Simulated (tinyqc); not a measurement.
Inside a calculation: ellipsoidal valleys in the axes of a wafer and a channel. Values are carried at full precision from step to step, so a last printed digit may differ when a step is redone from the rounded ones.

Valleys with axes a along x, y and z, one whole valley each; inverse mass tensor w = 1/mt + (1/ml - 1/mt) a a. Device axes: z = nz/|nz|, x = nx/|nx|, y = z cross x; in them a = (ax, ay, az). Confinement mass mz = 1/w_zz. In the plane w_ij is replaced by u_ij = w_ij - w_iz w_jz/w_zz (i, j = x, y); density-of-states mass md = 1/sqrt(det u); conductivity mass along x mc = 1/u_xx; ballistic transport mass mx = u_yy/det u, width mass my = 1/u_yy.

Constants: hbar^2/2m0 = 3.80998211 eV angstrom^2; kB = 8.617333262e-05 eV/K.

Values chosen for the exercise (near those of the X valleys of AlAs; shifted at random, so the results belong to these values and not to a real crystal): ml = 1.094 m0 (longitudinal mass); mt = 0.2 m0 (transverse mass); nz = (0, 0, 1) (surface normal (confinement)); nx = (1, 1, 0) (channel direction); t = 7.4 nm (thickness of the film); T = 400 K (temperature).

## Device axes and valley axes

Give the rows x, y, z in cubic components and each valley axis in device components.

device axes:
```
,[100],[010],[001]
x,0.7071,0.7071,0.0000
y,-0.7071,0.7071,0.0000
z,0.0000,0.0000,1.0000
```

valley axes:
```
,ax,ay,az
x,0.7071,-0.7071,0.0000
y,0.7071,0.7071,0.0000
z,0.0000,0.0000,1.0000
```

## Tensors of the valley x

Form w and the reduced tensor u.

w (1/m0):
```
,x,y,z
x,2.9570,2.0430,0.0000
y,2.0430,2.9570,0.0000
z,0.0000,0.0000,5.0000
```

u (1/m0):
```
,x,y
x,2.9570,2.0430
y,2.0430,2.9570
```

w_xz = w_yz = 0: the normal is a principal axis and u is the upper block of w.

## Masses of all valleys

Give mz, md, mc, mx and my.

Masses (m0):
```
valley,mz,md,mc,mx,my
x,0.2000,0.4678,0.3382,0.6470,0.3382
y,0.2000,0.4678,0.3382,0.6470,0.3382
z,1.0940,0.2000,0.2000,0.2000,0.2000
```

mz md^2 = ml mt^2 = 0.04376 for every valley, so a heavy confinement mass comes with a small density of states. The heaviest mz is 1.094, for z.

## Subbands and shares in a film

Hard walls: E_n = c (n pi/t)^2/mz, c = hbar^2/2m0, n = 1, 2, 3. Non-degenerate share of a valley proportional to md sum_n exp(-E_n/kT); mean 1/mc = sum of share/mc. 1 nm = 10 angstrom.

Give the ladders, the shares and the mean conductivity mass.

Subbands:
```
valley,E1 (meV),E2 (meV),E3 (meV),share
x,34.3,137.3,309.0,0.273
y,34.3,137.3,309.0,0.273
z,6.3,25.1,56.5,0.454
```

mean mc = 0.2574 m0

The lowest ladder (z) holds 45 % of the electrons in these valleys, the next starts 28 meV higher. With E3 - E1 below about 3 kT, three subbands are too few and the shares are approximate.

## Checks

- mz md^2 against ml mt^2: they agree to 1e-10 or better.
- mx my against md^2: they agree to 1e-10 or better.

Run: tinyqc, `OMP_NUM_THREADS=1 python tinyqc.py 1851045 1851046 out.jsonl`; Intel(R) Xeon(R) Processor @ 2.30GHz, one thread, shared host; about 0.01 s of CPU time with all checks.
